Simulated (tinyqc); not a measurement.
# Lossy on-chip transmission line with skin effect, step by step

Computed by the program tinyqc: `OMP_NUM_THREADS=1 python tinyqc.py 2810171 2810172 out.jsonl`, one thread of a shared Intel Xeon 2.30GHz, about 0.01 s for the whole run. Printed values are rounded.

A uniform line in a homogeneous dielectric: c = sqrt(er)/(c0 Z0), l = Z0 sqrt(er)/c0 (c0 = 299792458 m/s), g = w c td, w = 2 pi f. The resistance joins its limits as r = sqrt(r_dc^2 + r_hf^2), with r_dc = rho/(wd th), r_hf = kr rho/(2 delta (wd + th)), delta = sqrt(rho/(pi f mu0)), mu0 = 4 pi 1e-7 H/m; this is an interpolation, and internal inductance, up to 0.05 nH/mm at low frequency, is neglected.

Parameters, values chosen for the exercise:
- wd = 1.4 um (width of the strip)
- th = 1.4 um (thickness of the strip)
- rho = 2.2 uohm cm (resistivity)
- er = 3.5 (relative permittivity)
- td = 0.005 (loss tangent)
- Z0 = 75 ohm (lossless impedance sqrt(l/c))
- kr = 1.2 (factor for crowding and the return path)
- len = 0.82 mm (length)
- Rg = 100 ohm (source resistance)
- RL = 100 ohm (load resistance)
- CL = 100 fF (load capacitance)
- f = 29 GHz (frequency)

## Line constants

delta, r_dc, r_hf, r, l, c and g as defined.

delta = 0.438362 um
r_dc = 11.2245 ohm/mm
r_hf = 10.7543 ohm/mm
r = 15.5449 ohm/mm
l = 0.468031 nH/mm
c = 83.2055 pF/m
g = 0.0758054 S/m

r is 1.38 times r_dc; the skin depth is 0.313 of the thickness.

## Propagation constant and impedance

gamma = sqrt((r + i w l)(g + i w c)) = alpha + i beta, Zc = sqrt((r + i w l)/(g + i w c)), roots with positive real part; loss 8.685889638 alpha in dB; phase velocity w/beta.

gamma len = 0.086972+0.936030i
Zc = 75.3246-6.6191i ohm
loss = 0.921254 dB/mm
phase velocity over c0 = 0.532453
r/(w l) = 0.182279

r is below w l; the low-loss estimate 8.686 (r/(2 Z0) + g Z0/2) gives 0.925 dB/mm.

## Reflection, input impedance and transfer

ZL = 1/(1/RL + i w CL); reflection (ZL - Zc)/(ZL + Zc); Zin = Zc (ZL + Zc tanh(gamma len))/(Zc + ZL tanh(gamma len)); H = V_load/V_source = [Zin/(Zin + Rg)]/[cosh(gamma len) + (Zc/ZL) sinh(gamma len)].

ZL = 23.1474-42.1775i ohm
reflection at the load = -0.281745-0.500716i
Zin = 32.9135+25.2050i ohm
H = 0.002807-0.325775i
|H| = -9.74131 dB
